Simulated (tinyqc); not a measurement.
Periodic multilayer mirror for extreme ultraviolet light: sweeps and comparisons. A value that a table varies takes the place of the one given here.

s polarisation, vacuum above. q_j = sqrt(N_j^2 - sin^2 theta); interface r_jk = (q_j - q_k)/(q_j + q_k) exp(-2 (2 pi/lam)^2 q_j q_k sg^2) (Nevot-Croce; sg = 0 if not given); phase factor of a layer x_j = exp(4 pi i q_j d_j/lam). Each period has the spacer (thickness (1 - Gm) L) on top of the absorber (Gm L). In this recursion R is the amplitude; R in tables and results is the reflectance, its squared modulus. The substrate is of the spacer material. Starting with R = 0 in it, each interface upward gives R -> (r + R x)/(1 + r R x), x that of the layer below the interface (1 for the substrate).

Inputs chosen for the exercise (optical constants near those of Mo and Si at 13.5 nm; the results hold for these values, not for the real material):
- lam = 13.5 nm (wavelength)
- dA = (0.0746, 0.00619) (delta and beta of the absorber, N = 1 - delta + i beta)
- dS = (0.0011, 0.00191) (delta and beta of the spacer and the substrate)
- L = 7 nm (period)
- Gm = 0.41 (absorber share of the period)
- theta = 6 degrees (angle from the normal)
- sg = 0.4 nm (interface roughness)
- Np = 40 (periods)

## Number of periods

The last column sets both beta to zero.

Reflectance:

| periods | R | R without absorption |
|---|---|---|
| 5 | 0.096 | 0.108 |
| 10 | 0.287 | 0.352 |
| 15 | 0.457 | 0.596 |
| 20 | 0.570 | 0.771 |
| 30 | 0.670 | 0.936 |
| 40 | 0.697 | 0.983 |
| 50 | 0.704 | 0.996 |
| 60 | 0.706 | 0.999 |
| 80 | 0.707 | 1.000 |
| 100 | 0.707 | 1.000 |

R reaches 0.697 at 40 periods and 0.707 at 100; it stays within 0.01 of the last value from 40 periods on. Without absorption the last value is 1.000: absorption, not the count of layers, caps the mirror, and the roughness, which weakens each reflection, lowers that cap further.

## Wavelength

The optical constants are held fixed.

Reflectance:

| lam (nm) | R |
|---|---|
| 12.9 | 0.097 |
| 13.0 | 0.104 |
| 13.1 | 0.159 |
| 13.2 | 0.427 |
| 13.3 | 0.585 |
| 13.4 | 0.661 |
| 13.5 | 0.697 |
| 13.6 | 0.705 |
| 13.7 | 0.672 |
| 13.8 | 0.528 |
| 13.9 | 0.150 |
| 14.0 | 0.091 |
| 14.1 | 0.131 |
| 14.2 | 0.042 |
| 14.3 | 0.020 |

The largest value listed is 0.705 at 13.6 nm, against lam_B = 2 L Re(mean q) = 13.483 nm; the peak lies on the long side, where the nodes of the standing wave fall in the absorber. R exceeds half of that from 13.2 to 13.8 nm of the wavelengths listed, at least 4.4 % of the wavelength; a chain of ten mirrors narrows it, since R^10 falls to half where R has lost only 7 %.

## Absorber share

For each Gm the period is set so that lam_B = 2 L Re(mean q) equals lam - 0.09 nm.

Results:

| Gm | L (nm) | R |
|---|---|---|
| 0.15 | 6.826 | 0.436 |
| 0.20 | 6.851 | 0.561 |
| 0.25 | 6.877 | 0.636 |
| 0.30 | 6.904 | 0.677 |
| 0.35 | 6.930 | 0.698 |
| 0.40 | 6.957 | 0.706 |
| 0.45 | 6.983 | 0.705 |
| 0.50 | 7.010 | 0.696 |
| 0.60 | 7.065 | 0.658 |
| 0.70 | 7.120 | 0.580 |

The largest value listed is 0.706 at 0.4. The contrast of a period goes as sin(pi Gm) and is largest at 0.5, while the loss grows with Gm; R is 0.696 at 0.5, 0.677 at 0.3 and 0.580 at 0.7. Absorption pulls the best share below 0.5.

## Angle of incidence

Results:

| theta (degrees) | lam_B (nm) | R |
|---|---|---|
| 0 | 13.563 | 0.671 |
| 2 | 13.554 | 0.675 |
| 4 | 13.527 | 0.685 |
| 6 | 13.483 | 0.697 |
| 8 | 13.422 | 0.706 |
| 10 | 13.343 | 0.701 |
| 12 | 13.246 | 0.646 |
| 14 | 13.132 | 0.378 |
| 16 | 13.001 | 0.087 |
| 18 | 12.853 | 0.106 |
| 20 | 12.688 | 0.038 |

lam_B = 2 L Re(mean q) falls with the angle, from 13.563 to 12.688 nm; the largest value listed is 0.706 at 8 degrees. R stays above 90 % of that value at 0, 2, 4, 6, 8, 10 and 12 degrees, which bounds the cone of light that a mask or mirror with this period accepts.

## Tolerances

R of the mirror, and R^10 for a chain of ten such mirrors. Each row changes one parameter from the base and keeps the others.

Results:

| case | R | R^10 |
|---|---|---|
| base | 0.6974 | 0.0272 |
| L = 7.04 nm | 0.6726 | 0.0190 |
| Gm = 0.45 | 0.7023 | 0.0292 |
| theta = 8 degrees | 0.7063 | 0.0309 |
| sg = 0.6 nm | 0.6737 | 0.0192 |
| dA = (0.0746, 0.00743) | 0.6674 | 0.0175 |
| lam = 13.55 nm | 0.7050 | 0.0303 |

The largest shifts from the base row, up to three for each result and ties (the steps differ in size, so this ranks the rows, not the parameters). R: dA -0.0300, L -0.0248, sg -0.0238. R^10: dA -0.00969, L -0.00827, sg -0.00798.

Computed by tinyqc, a small Python program: `OMP_NUM_THREADS=1 python tinyqc.py 1680077 1680078 out.jsonl` (the numbers bound the seed that draws the inputs); one thread of a shared host (Intel(R) Xeon(R) Processor @ 2.30GHz), about 0.01 s for the whole set of steps.
